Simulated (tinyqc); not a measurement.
Worked calculation (part 3 of 3): UHF in the sto-3g basis, for BeH2, spin multiplicity 1. Computed by tinyqc, a small Python program that keeps every step (integrals from PySCF). Command: `OMP_NUM_THREADS=1 python tinyqc.py 23721 23722 out.jsonl` (the two numbers bound the seeds that draw the settings). One thread of a shared host (Intel(R) Xeon(R) Processor @ 2.60GHz), about 0.1 s of CPU time with the checks.

Geometry (angstrom):

| atom | x | y | z |
|---|---|---|---|
| Be | 0.000000 | 0.000000 | 0.000000 |
| H | 0.000000 | 1.306000 | 0.051000 |
| H | 0.000000 | -1.306000 | 0.051000 |

## Convergence

Stop when the energy changes by less than 1e-08 hartree and every element of the error matrix X^T (F D S - S D F) X (for each spin) is below 3e-05.

Course of the cycle:

| iteration | E (hartree) | change | largest element of the error matrix |
|---|---|---|---|
| 1 | -14.92035463 | - | 3.94e-01 |
| 2 | -15.49492741 | -5.75e-01 | 8.78e-02 |
| 3 | -15.54158807 | -4.67e-02 | 4.48e-02 |
| 4 | -15.56047509 | -1.89e-02 | 6.77e-03 |
| 5 | -15.56093109 | -4.56e-04 | 7.05e-04 |
| 6 | -15.56093605 | -4.96e-06 | 1.06e-04 |
| 7 | -15.56093612 | -7.89e-08 | 1.03e-05 |
| 8 | -15.56093612 | -7.86e-10 | 1.38e-06 |

PySCF UHF in the same basis, after a stability check = -15.56093612 hartree

Converged in 8 iterations.

## Populations, bond orders and dipole

D(alpha) after iteration 8:
```
            1Be 1s     1Be 2s    1Be 2px    1Be 2py    1Be 2pz      2H 1s      3H 1s
1Be 1s    1.034793  -0.093247  -0.000001   0.000000  -0.002156  -0.091901  -0.091901
1Be 2s   -0.093247   0.304532   0.000002   0.000000   0.005185   0.217475   0.217475
1Be 2px  -0.000001   0.000002   0.000000   0.000000   0.000000   0.000002   0.000002
1Be 2py   0.000000   0.000000   0.000000   0.254490   0.000000   0.203106  -0.203106
1Be 2pz  -0.002156   0.005185   0.000000   0.000000   0.000089   0.003717   0.003717
2H 1s    -0.091901   0.217475   0.000002   0.203106   0.003717   0.318040  -0.006156
3H 1s    -0.091901   0.217475   0.000002  -0.203106   0.003717  -0.006156   0.318040
```

D(beta) after iteration 8:
```
            1Be 1s     1Be 2s    1Be 2px    1Be 2py    1Be 2pz      2H 1s      3H 1s
1Be 1s    1.034793  -0.093247   0.000001   0.000000  -0.002156  -0.091901  -0.091901
1Be 2s   -0.093247   0.304532  -0.000002   0.000000   0.005185   0.217475   0.217475
1Be 2px   0.000001  -0.000002   0.000000   0.000000   0.000000  -0.000002  -0.000002
1Be 2py   0.000000   0.000000   0.000000   0.254490   0.000000   0.203106  -0.203106
1Be 2pz  -0.002156   0.005185   0.000000   0.000000   0.000089   0.003717   0.003717
2H 1s    -0.091901   0.217475  -0.000002   0.203106   0.003717   0.318040  -0.006156
3H 1s    -0.091901   0.217475  -0.000002  -0.203106   0.003717  -0.006156   0.318040
```

overlap S:
```
           1Be 1s    1Be 2s   1Be 2px    1Be 2py   1Be 2pz     2H 1s      3H 1s
1Be 1s   1.000000  0.259517  0.000000   0.000000  0.000000  0.074742   0.074742
1Be 2s   0.259517  1.000000  0.000000   0.000000  0.000000  0.473370   0.473370
1Be 2px  0.000000  0.000000  1.000000   0.000000  0.000000  0.000000   0.000000
1Be 2py  0.000000  0.000000  0.000000   1.000000  0.000000  0.534555  -0.534555
1Be 2pz  0.000000  0.000000  0.000000   0.000000  1.000000  0.020875   0.020875
2H 1s    0.074742  0.473370  0.000000   0.534555  0.020875  1.000000   0.040013
3H 1s    0.074742  0.473370  0.000000  -0.534555  0.020875  0.040013   1.000000
```

Mulliken: Z minus the diagonal of D S on the atom; Loewdin: the same with S^(1/2) D S^(1/2); Mayer order: 2 sum_s sum (D(s) S)_ij (D(s) S)_ji over the two atoms.

Charges (e):

| atom | Mulliken | Loewdin | Mulliken spin |
|---|---|---|---|
| 1Be | 0.090082 | 0.071454 | 0 |
| 2H | -0.045041 | -0.035727 | 0 |
| 3H | -0.045041 | -0.035727 | 0 |

Mayer bond orders:

| pair | order |
|---|---|
| 2-1 | 0.997835 |
| 3-1 | 0.997835 |
| 3-2 | 0.000137 |

dipole moment about the origin, x y z (debye): 0.000000  0.000000  -0.179440

<S^2> of the determinant (pure state: 0) = 7.55e-11
